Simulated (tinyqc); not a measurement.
Worked calculation: polar nitride quantum well with polarisation fields. Values are carried at full precision from step to step, so a last printed digit may differ when a step is redone from the rounded ones.

Growth along [0001]. e_par = (a_sub - a)/a, Ppz = 2 e_par (e31 - e33 C13/C33), P = Psp + Ppz in each layer; strain relaxation and the strain shift of the gaps are left out, although thick layers with more than about 1 % mismatch would relax.

Constants: hbar^2/2m0 = 3.80998211 eV angstrom^2; hc = 1239.841984 eV nm.

Values chosen for the exercise (near those of an InGaN well in GaN; shifted at random, so the results belong to these values and not to a real crystal): a_w = 3.253 angstrom (lattice constant a, well); a_b = 3.189 angstrom (lattice constant a, barrier); a_sub = 3.189 angstrom (in-plane lattice constant of the stack); Psp_w = -0.029 C/m^2 (spontaneous polarisation); Psp_b = -0.0331 C/m^2 (spontaneous polarisation); e31_w = -0.363 C/m^2; e31_b = -0.332 C/m^2; e33_w = 0.691 C/m^2; e33_b = 0.676 C/m^2; C_w = 0.286 (C13/C33); C_b = 0.259 (C13/C33); Lw = 21 angstrom (well width); Lb = 65 angstrom (barrier width); eps_w = 11.1 (dielectric constant); eps_b = 10.4 (dielectric constant); Eg = 2.738 eV (gap of the well); Vc = 0.477 eV (conduction offset); Vv = 0.225 eV (valence offset); me = 0.177 m0 (electron, well); meb = 0.2 m0 (electron, barrier); mh = 1.58 m0 (hole, everywhere).

## Strain and polarisation

Give strain and polarisation of well and barrier; the bound sheet charge is |P_w - P_b|/e with e = 1.602176634e-19 C.

Layers:
```
layer       e_par  Ppz (C/m^2)  P (C/m^2)
well     -0.01967      0.02206   -0.00694
barrier   0.00000      0.00000   -0.03310
```

sheet charge = 1.633 x 1e13/cm^2

Of P_w - P_b = +0.0262 C/m^2 the piezoelectric part gives +0.0221 and the spontaneous part +0.0041.

## Built-in fields

In a periodic stack without free charge the potential drop over a period vanishes: F_w = (P_b - P_w) Lb/(eps0 (eps_w Lb + eps_b Lw)), F_b = -F_w Lw/Lb, eps0 = 8.8541878e-12 F/m; 1 MV/cm = 1e8 V/m = 0.01 V/angstrom.

Give both fields and the drop |F_w| Lw across the well.

F_w = -2.043 MV/cm
F_b = 0.660 MV/cm
drop = 0.429 eV

## Levels with and without the field

Envelope functions on cells of 0.25 angstrom over barrier, well, barrier (widths Lb, Lw, Lb), psi = 0 beyond, psi'/m continuous (mean mass between points), c = hbar^2/2m0. With u(z) the integral of e F (F_w in the well, F_b = -F_w Lw/Lb in the barriers, 1 MV/cm = 0.01 V/angstrom), zero at the centre of the well, the electron sees u plus Vc in the barriers and the hole -u plus Vv. The transition is Eg + E_e + E_h; excitons are left out.

Ground states of electron and hole, their centres, the squared overlap, the transition and its wavelength hc/E.

Results:
```
case            E_e (eV)  E_h (eV)  <z>_e  <z>_h  overlap^2  E (eV)     nm
no field          0.1637    0.0310    0.0    0.0      0.935  2.9327  422.8
built-in field    0.1275   -0.0535    4.4   -7.1      0.332  2.8120  440.9
```

The field shifts the line by -121 meV, pulls the carriers 11.5 angstrom apart and, with the rate proportional to overlap^2, lengthens the radiative lifetime by a factor 2.81.

## Estimate from two triangular wells

For a strong field: E = Eg - |e F_w| Lw + a0 (c (e F_w)^2)^(1/3) (me^(-1/3) + mh^(-1/3)), a0 = 2.338107, hard walls, c = hbar^2/2m0, 1 MV/cm = 0.01 V/angstrom.

electron term = 0.4861 eV
hole term = 0.2343 eV
E = 3.0294 eV

The electron term exceeds the drop across the well, so the electron still feels the far wall and the estimate is outside its range. Against the grid result 2.8120 eV the estimate errs by +217 meV: +144 from the electron and +73 from the hole, since hard walls stand in for offsets of 0.477 and 0.225 eV into which the carriers leak.

## Checks

- Electron level without field against the matching condition of the square well, eV: both 0.164.

Computed by tinyqc, a small Python program: `OMP_NUM_THREADS=1 python tinyqc.py 1250817 1250818 out.jsonl` (the numbers bound the seed that draws the inputs); one thread of a shared host (Intel(R) Xeon(R) Processor @ 2.30GHz), about 0.05 s for the whole set of steps.
